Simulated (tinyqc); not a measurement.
# Schottky diode by thermionic emission with image-force lowering and series resistance: a Richardson plot

Metal on an n-type semiconductor with one parabolic valley; V > 0 is forward bias (metal positive). I = I0 [exp(Vj/(n Vt)) - 1] with Vj = V - I Rs; I0 = S A* T^2 exp(-(phi - dphi)/Vt), the lowering dphi taken at zero bias.

A* = 4 pi q me m0 kB^2/h^3 (times 1e-4 for A/(cm^2 K^2)); Nc = 2 (2 pi me m0 kB T/h^2)^1.5 (times 1e-6 for cm^-3); xi = Vt ln(Nc/Nd), Vbi = phi - xi; surface field Em = sqrt(2 q Nd (Vbi - V - Vt)/(eps0 eps_r)); dphi = sqrt(q Em/(4 pi eps0 eps_r)). Here V = 0 in Em; phi is held fixed.

Parameters, values chosen for the exercise; band and dielectric values close to those of indium phosphide:
```
symbol   value   unit                             meaning
me      0.0799     m0                       electron mass
eps_r     12.6                      relative permittivity
phi       0.54     eV  barrier height seen from the metal
Nd      1.5e16  cm^-3                       donor density
S       0.0023   cm^2                                area
```

Constants: q = 1.602176634e-19 C, kB = 1.380649e-23 J/K, h = 6.62607015e-34 J s, m0 = 9.1093837015e-31 kg, Vt = kB T/q, eps0 = 8.8541878128e-14 F/cm where lengths are in cm. Results are converted to the units shown.

Results:
```
T (K)  dphi (meV)     I0 (A)  ln(I0/(S T^2))  1/Vt (1/V)
200         22.69  8.136e-11          -27.75       58.02
240         22.45   1.723e-8          -22.76       48.35
280         22.19   8.283e-7          -19.20       41.44
320         21.91   1.566e-5          -16.53       36.26
360         21.61   1.583e-4          -14.45       32.23
450         20.86   0.006862          -11.13       25.79
```

Estimate the missing row, T = 400 K.

Computed row:
```
T (K)  dphi (meV)    I0 (A)  ln(I0/(S T^2))  1/Vt (1/V)
400         21.30  0.001030          -12.79       29.01
```

With this row back in the table: I0 grows by 7.93 decades. The line through the end rows has the slope -0.5159 eV and the intercept ln(8.82 A/(cm^2 K^2)), against phi = 0.54 eV and A* = 9.60. The difference comes from the lowering: dphi falls from 22.7 to 20.9 meV.

Computed by the program tinyqc: `OMP_NUM_THREADS=1 python tinyqc.py 2640081 2640082 out.jsonl`, one thread of a shared Intel Xeon 2.30GHz, about 0.01 s for the whole run.
